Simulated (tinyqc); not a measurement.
What each change does: short-period [001] superlattice in sp3s* tight binding.

Planes alternate anion, cation along [001], a/4 apart; at zero in-plane momentum s, pz, s* form one block. All levels of A are shifted so that its Ev (lower root of [[Epa, Vxx], [Vxx, Epc]]) is 0, and those of B so that its Ev is -dEv. A monolayer is an anion plane and the cation plane above it; an anion between unlike cations takes the mean of the two anion levels; each bond takes the couplings of its cation. Block from an anion to the cation above: U with Vss/2 (s,s), Vsapc/2 (s,z), -Vscpa/2 (z,s), Vxx/2 (z,z), Vxapc/2 (s*,z), -Vpaxc/2 (z,s*); to the cation below: the same with the s-z and s*-z signs reversed. The cell of n + m monolayers is closed with the phase exp(2 pi i q). No spin-orbit coupling. In this block 2 (n + m) levels are filled.

For the two lowest empty levels at q = 0: energy, share of the cation weight on A, and Gamma character, the share of the cation amplitudes with Fourier index |j|/(n + m) < 1/4 along the stack (near 1: Gamma-like, near 0: folded from X).

Values chosen for the exercise (A near a published set for GaAs, B for AlAs; shifted at random, so the results belong to these values and not to a real crystal):
- pA = (-8.332, 1.038, -2.658, 3.673, 8.574, 6.746, -6.449, 1.961, 5.068, 4.478, 5.789, 4.836, 4.797) eV (order Esa, Epa, Esc, Epc, Exa, Exc, Vss, Vxx, Vxy, Vsapc, Vscpa, Vxapc, Vpaxc)
- pB = (-7.528, 0.981, -1.161, 3.589, 7.483, 6.744, -6.647, 1.879, 4.285, 5.12, 5.507, 4.533, 4.99) eV (the same for B)
- dEv = 0.43 eV (valence offset: Ev(B) lies this far below Ev(A))
- n2 = 12 (monolayers of A)
- m2 = 9 (monolayers of B)

A cell with n = n2 and m = m2.

Results for these values:
```
case  E1 (eV)  A share 1  Gamma 1  E2 (eV)  A share 2  Gamma 2
base   1.6838       0.97     1.00   1.8569       0.01     0.00
```

What happens to each result for m2 = 11, all else kept?

Answer: E1 rises from 1.6838 to 1.6845; A share 1 does not change at the printed digits; Gamma 1 does not change at the printed digits; E2 falls from 1.8569 to 1.8551; A share 2 falls from 0.01 to 0.00; Gamma 2 does not change at the printed digits.

The same for each parameter in turn:
```
case           E1 (eV)  A share 1  Gamma 1  E2 (eV)  A share 2  Gamma 2
base            1.6838       0.97     1.00   1.8569       0.01     0.00
n2 = 14         1.6599       0.98     1.00   1.8567       0.02     0.01
m2 = 11         1.6845       0.97     1.00   1.8551       0.00     0.00
dEv = 0.53 eV   1.6791       0.96     0.99   1.7574       0.00     0.00
```

Program tinyqc; command `OMP_NUM_THREADS=1 python tinyqc.py 1452551 1452552 out.jsonl`; about 0.6 s on one thread of a shared Intel(R) Xeon(R) Processor @ 2.30GHz.
